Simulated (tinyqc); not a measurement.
## One level coupled to a phonon between two leads, self-consistent Born approximation: effect of the coupling

Wide-band leads with mu_L = +V/2 and mu_R = -V/2; phonons in equilibrium, Nq = 1/(exp(w0/kB T) - 1). Scattering links only energies that differ by w0, so a ladder E_k = E1 + k w0 closes on itself; terms that reach past its ends are dropped. Gn and Gp are the electron and hole parts of the spectral function A = Gn + Gp.

|G|^2 = 1/[(E - ed)^2 + (GL + GR + Sin + Sout)^2/4], Gn = |G|^2 (GL fL + GR fR + Sin), Gp = |G|^2 (GL (1 - fL) + GR (1 - fR) + Sout), f = 1/(1 + exp((E - mu)/kB T)). Sin(E) = M^2 [(Nq + 1) Gn(E + w0) + Nq Gn(E - w0)], Sout(E) = M^2 [(Nq + 1) Gp(E - w0) + Nq Gp(E + w0)]. Spectral currents into the level: iL = GL [fL Gp - (1 - fL) Gn], iR = GR [fR Gp - (1 - fR) Gn]. Here E - ed is replaced by E - ed - R(E), with the real part R(E) = (1/2 pi) P int [Sin + Sout](y) dy/(E - y). The total for one spin is I = (q/h) times the integral of iL over all E (all ladders, each long enough that its ends do not matter); the power given to phonons is (1/h) times the integral of E (iL + iR).

Values chosen for this exercise: temperature of leads and phonons T = 77 K; phonon energy w0 = 180 meV; level ed = -269 meV; coupling to the left lead GL = 82 meV; coupling to the right lead GR = 130 meV; bias V = 261 mV.

Constants: q = 1.602176634e-19 C, kB = 1.380649e-23 J/K, h = 6.62607015e-34 J s, Vt = kB T/q. Results are converted to the units shown.

The same in every row: I without phonons (uA) = 1.543.

Effect of the coupling:
```
M (meV)  I (uA)  ratio of the two  power to phonons (nW)  share of I V (%)
9         1.545             1.001                0.08676           0.02152
25.5      1.557             1.009                 0.7032            0.1731
42        1.581             1.025                  1.943            0.4709
58.5      1.618             1.049                  3.872            0.9170
75        1.667             1.080                  6.584             1.513
91.5      1.729             1.120                  10.20             2.260
108       1.803             1.169                  14.84             3.153
```

What does the comparison show?

The ratio to the current without phonons rises from 1.00 to 1.17, and the power to phonons rises from 0.0868 to 14.8 nW, as M^(2.01) between the first two rows (lowest order gives 2). Phonons raise the current here: the level lies outside the bias window, and broadening, sidebands and the shift R bring weight into it.

Range of the model: The self-consistent Born approximation keeps only non-crossing phonon lines and no Hartree shift; it is rough once the coupling nears the phonon energy.

Computed by the program tinyqc: `OMP_NUM_THREADS=1 python tinyqc.py 2720016 2720017 out.jsonl`, one thread of a shared Intel Xeon 2.30GHz, about 0.07 s for the whole run.
